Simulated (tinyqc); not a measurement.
Isothermal kinetics: hydrogen passivation and dissociation of interface defects with a spread of activation energies. Computed by tinyqc, a small Python program. Command: `OMP_NUM_THREADS=1 python tinyqc.py 3000136 3000137 out.jsonl passivation walk`. One thread of a shared host (Intel(R) Xeon(R) Processor @ 2.30GHz), about 0.01 s of CPU time with the checks.

Active defects P react as P + H2 -> HP + H and HP -> P + H; released atomic hydrogen is removed. All defects start active. Activation energies are normally distributed, independently for the two reactions.

Inputs (values chosen for the exercise, for a model interface):

| quantity | value | unit |
|---|---|---|
| mean passivation energy E_f | 1.61 | eV |
| spread s_f | 0.13 | eV |
| prefactor k_f0 | 4.2e-09 | cm^3/s |
| mean dissociation energy E_d | 2.62 | eV |
| spread s_d | 0.096 | eV |
| prefactor k_d0 | 2.4e+13 | 1/s |
| dissolved hydrogen [H2] | 1.2e+17 | cm^-3 |
| anneal temperature T | 1040 | K |
| anneal time t | 300 | s |

Ambient: hydrogen.

Constants: k_B = 8.617333262e-05 eV/K.

Method:
- a = k_f0 [H2] exp(-E_f/k_B T), b = k_d0 exp(-E_d/k_B T); the active share of one kind of site is b/(a + b) + (a/(a + b)) exp(-(a + b) t).
- Full average: z from -5 to 5 in steps of 0.125 with normalised weights exp(-z^2/2), energy = mean + spread x z, over both energies.
- Times are decades about 1/(a + b) of the mean site. The last column is the part of the change still to come; rows stop once it is below 1e-5.

dissociation rate b = 4.82889 1/s

passivation rate a = 7.95181 1/s

Against time:

| t (s) | active share, single energy | active share, spread | unreacted part |
|---|---|---|---|
| 8.00e-05 | 0.99936 | 0.99819 | 0.99688 |
| 8.00e-04 | 0.99367 | 0.98292 | 0.97054 |
| 8.00e-03 | 0.93953 | 0.87630 | 0.78659 |
| 8.00e-02 | 0.60163 | 0.57435 | 0.26564 |
| 8.00e-01 | 0.37785 | 0.42517 | 0.00827 |

What does the comparison show, and why?

A single energy finishes within about two decades of time. With the spread the unreacted part is 0.97 at 8e-4 s and still 0.0083 at 0.8 s, where one energy leaves 3.6e-5: a width of s/k_B T = 1.45 in ln(rate) stretches the decay only mildly.
